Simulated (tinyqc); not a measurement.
A particle near a wafer in liquid: double-layer and van der Waals forces (DLVO), deposition barrier and removal: one step, computed by the program tinyqc.

Sphere and flat wall, Derjaguin approximation, constant potentials in the linear-superposition form, no retardation and no hydration force.

Problem. The curve. U(h) = Z R exp(-kappa h) - A R/(6 h); F(h) = -dU/dh = kappa Z R exp(-kappa h) - A R/(6 h^2), positive for repulsion.

Inputs (values chosen for the exercise, of the order of those for silica on silicon in water): particle radius R = 46 nm; Hamaker constant A = 1.3e-20 J; temperature T = 293 K.

kappa = 0.5187210 1/nm

Z = 18.26289 pN

Constants: k_B = 1.380649e-23 J/K.

Give: the table «Against the gap» with the columns kappa h, U (k_B T), F (pN), for h (nm) = 0.4, 0.6, 1.0, 1.5, 2.5, 4.0, 7.0, 12.0, 20.0, 40.0.

Solution.

Against the gap:

| h (nm) | kappa h | U (k_B T) | F (pN) |
|---|---|---|---|
| 0.4 | 0.21 | 107.2 | -2.688e+02 |
| 0.6 | 0.31 | 111.1 | 4.237e+01 |
| 1.0 | 0.52 | 99.0 | 1.597e+02 |
| 1.5 | 0.78 | 79.0 | 1.558e+02 |
| 2.5 | 1.30 | 46.9 | 1.032e+02 |
| 4.0 | 2.07 | 19.9 | 4.849e+01 |
| 7.0 | 3.63 | 2.0 | 9.509e+00 |
| 12.0 | 6.22 | -1.6 | 1.707e-01 |
| 20.0 | 10.37 | -1.2 | -2.356e-01 |
| 40.0 | 20.75 | -0.6 | -6.229e-02 |

Caution: in rows where h is not small against R, A R/(6 h) overstates the van der Waals term. Caution: in rows with kappa h below 1 linear superposition is only rough.
